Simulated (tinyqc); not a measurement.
## Undoped gate-all-around wire MOSFET, analytic charge model: effect of the gate work function less that of the intrinsic body

An undoped round wire of radius R under an insulator shell and a surrounding gate; long channel, electrons only, n = ni exp((psi - V)/Vt) with V the quasi-Fermi potential (0 at the source, Vd at the drain), constant mobility, no quantisation. The radial Poisson equation gives n(r) = n(0)/(1 - (1 - b) r^2/R^2)^2 with b = Q0/(Q + Q0). Q is the electron charge per area of the wire surface.

ni = sqrt(Nc Nv) exp(-Eg/(2 Vt)), Eg in volts; Cox = eps0 eox/(R ln(1 + tox/R)); Q0 = 4 eps0 eps_r Vt/R; V0 = dphi + Vt ln[8 eps0 eps_r Vt/(q ni R^2)]. Q solves Vg - V0 - V = Q/Cox + Vt ln(Q/Q0) + Vt ln(1 + Q/Q0). I = mu (2 pi R/L)[2 Vt (Qs - Qd) + (Qs^2 - Qd^2)/(2 Cox) + Vt Q0 ln((Qd + Q0)/(Qs + Q0))], with Qs at V = 0 and Qd at V = Vd.  I(low) is taken at Vg = 0.33 V, Qs and I(high) at Vg = 1.08 V.

Parameters, values chosen for the exercise; material values close to those of silicon:
```
symbol    value        unit                                      meaning
T           273           K                                  temperature
Eg         1.11          eV                                     band gap
eps_r      11.5               relative permittivity of the semiconductor
Nc      2.47e19       cm^-3       conduction-band density of states at T
Nv      2.32e19       cm^-3          valence-band density of states at T
eox        22.4              relative permittivity of the gate insulator
tox          13          nm                          insulator thickness
R             4          nm                                  wire radius
mu          590  cm^2/(V s)                             channel mobility
L           0.5          um                                  gate length
Vd          0.8           V                                drain voltage
```

Constants: q = 1.602176634e-19 C, kB = 1.380649e-23 J/K, Vt = kB T/q, eps0 = 8.8541878128e-14 F/cm where lengths are in cm. Results are converted to the units shown.

Results:
```
dphi (V)  V0 (V)  I(low) (nA)  Qs(high) (nC/cm^2)  I(high) (uA)
-0.1      0.4276        2.558                1893         17.78
0         0.5276      0.03755                1578         12.63
0.05      0.5776     0.004485                1422         10.41
0.1       0.6276     5.355e-4                1268         8.415
0.15      0.6776     6.393e-5                1115         6.648
0.2       0.7276     7.633e-6               965.0         5.106
```

Estimate the missing row, dphi = -0.05 V.

Computed row:
```
dphi (V)  V0 (V)  I(low) (nA)  Qs(high) (nC/cm^2)  I(high) (uA)
-0.05     0.4776       0.3135                1735         15.09
```

With this row back in the table: As dphi goes from -0.1 to 0.2 V, I(low) falls from 2.56 to 7.63e-6 nA and I(high) falls from 17.8 to 5.11 uA. V0 rises from 0.428 to 0.728 V. In every row the surface density at the source at the higher gate voltage passes 0.3 Nc, where Boltzmann statistics fail. In every row mu V/L at the higher gate voltage, with V the smaller of Vd and Vg - V0, passes 3e6 cm/s, so velocity saturation would lower the current. In every row the body is thin enough for quantum confinement, left out here, to raise the threshold.

tinyqc, about 0.02 s, one thread, Intel Xeon 2.30GHz (shared host): `OMP_NUM_THREADS=1 python tinyqc.py 2460044 2460045 out.jsonl`
